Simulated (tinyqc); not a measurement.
Threshold-voltage variability of a planar MOSFET, analytic estimates: one step of the calculation.

Three independent sources add in quadrature: random dopants in the depleted layer, metal-gate grains of two orientations, and roughness of the two gate edges acting through the roll-off VT = VT(long) - Vr exp(-L/l). These are first-order estimates: no three-dimensional electrostatics, no percolation.

Question. Margin in standard deviations for the wanted yield. Cells fail independently with probability Q(k) = erfc(k/sqrt(2))/2 when the margin is k standard deviations, and Y = exp(-Nb Q(k)). phi = exp(-k^2/2)/sqrt(2 pi). Newton steps on ln Q(k) = ln(-ln(Y)/Nb): k(new) = k + [ln Q - ln(-ln(Y)/Nb)] Q/phi.

Values chosen for this exercise: number of cells Nb = 268435456; wanted yield Y = 0.991.

k at the start = 4

Wanted: Q(k); phi; k after iteration 1.

Answer.

Q(k) = 3.1671e-5
phi = 1.3383e-4
k after iteration 1 = 7.2549

Computed by the program tinyqc: `OMP_NUM_THREADS=1 python tinyqc.py 2090090 2090091 out.jsonl`, one thread of a shared Intel Xeon 2.30GHz, about 0.01 s for the whole run.
